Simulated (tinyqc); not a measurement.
Franz-Keldysh effect at a direct gap: sweeps and comparisons. A value that a table varies takes the place of the one given here.

Parabolic bands, vertical transitions, no excitons. For each hole band j: mr = me mj/(me + mj); joint density of states J_j(E) = (mr/c)^(3/2) sqrt(E - Eg)/(2 pi^2), both spins, c = hbar^2/2m0; averaged matrix element |e.p|^2 = m0 Ep/6; alpha_j(E) = 4 pi^2 alpha_f c Ep J_j/(3 nr E) in 1/angstrom (alpha_f the fine-structure constant, listed as alpha among the constants), times 1e8 for 1/cm.

In a field Fd (1 kV/cm = 1e-5 V/angstrom) the electro-optic energy of band j is th = (c (e Fd)^2/mr)^(1/3), and sqrt(E - Eg) in J_j is replaced by pi sqrt(th) [Ai'(b)^2 - b Ai(b)^2] with b = (Eg - E)/th; Ai is the Airy function.

Constants: hbar^2/2m0 = 3.80998211 eV angstrom^2; fine-structure constant alpha = 0.007297352564.

Inputs chosen for the exercise (near those of GaAs; the results hold for these values, not for the real material): Eg = 1.42 eV (direct gap); me = 0.0689 m0 (electron mass); mhh = 0.494 m0 (heavy-hole mass); mlh = 0.0841 m0 (light-hole mass); Ep = 26.4 eV (Kane energy); nr = 3.53 (refractive index); Fd = 36 kV/cm (uniform field); det = 25 meV (detuning below the gap).

## Spectrum around the gap

Absorption (1/cm):
```
E - Eg (eV),alpha(0),alpha(F),change
-0.0503,0,1.817,2
-0.0403,0,7.866,8
-0.0302,0,31.26,31
-0.0201,0,110.6,111
-0.0101,0,338.0,338
0.0000,0,895.2,895
0.0101,2913,1985,-928
0.0201,4081,3586,-495
0.0302,4967,5241,273
0.0403,5699,6185,486
0.0503,6323,6346,23
0.0604,6882,6626,-256
0.0805,7838,7955,117
0.1007,8650,8683,33
```

At the gap alpha(F) = 895 1/cm; 40.3 meV below it 7.87 1/cm remain, the tail falling as exp(-(4/3) b^(3/2)). Among the energies listed the largest rise is 895 1/cm at E - Eg = 0.0 meV and the largest fall -928 1/cm at 10.1 meV. It changes sign between 0.0 and 10.1 meV, between 20.1 and 30.2 meV, between 50.3 and 60.4 meV and between 60.4 and 80.5 meV; th is 20.1 meV for heavy holes and 23.5 meV for light holes.

## Tail absorption against field

At E = Eg - det; the field takes the values listed. The last column is the length for 10 dB of loss.

Results:
```
Fd (kV/cm),th heavy (meV),b heavy,alpha (1/cm),length (micrometre)
10,8.57,2.916,0.315,7.31e+04
20,13.61,1.837,10.2,2.26e+03
40,21.60,1.157,77.9,296
60,28.31,0.883,173,133
100,39.79,0.628,365,63.0
150,52.14,0.479,576,40.0
250,73.30,0.341,908,25.4
400,100.27,0.249,1.27e+03,18.1
```

alpha grows by 2.7 decades from 10 to 60 kV/cm and by a factor 1.40 over the last step, where the field grows by 1.6: the exponent (4/3) b^(3/2) goes as 1/Fd, so the gain is steep only while b > 1 (deep in the tail the light-hole pair, with its smaller b, carries most of it), that is up to 40 kV/cm of those listed. Values below about 10 1/cm lie under the Urbach and exciton tails of a real crystal, left out here.

## What moves the tail

At E = Eg - det. Each row changes one parameter from the base and keeps the others.

Results:
```
case,th heavy (meV),alpha (1/cm)
base,20.137,60.85
Fd = 46.8 kV/cm,23.986,108.8
det = 35 meV,20.137,16.45
me = 0.0792 m0,19.340,62.30
mlh = 0.1093 m0,20.137,62.03
Ep = 29 eV,20.137,66.84
nr = 3.71,20.137,57.90
```

The largest shifts from the base row, up to three for each result and ties (the steps differ in size, so this ranks the rows, not the parameters). th heavy (meV): Fd +3.849, me -0.797; unchanged at the printed digits by det, mlh, Ep and nr. alpha (1/cm): Fd +48.0, det -44.4, Ep +5.99.

Run: tinyqc, `OMP_NUM_THREADS=1 python tinyqc.py 1651972 1651973 out.jsonl`; Intel(R) Xeon(R) Processor @ 2.30GHz, one thread, shared host; about 0.01 s of CPU time with all checks.
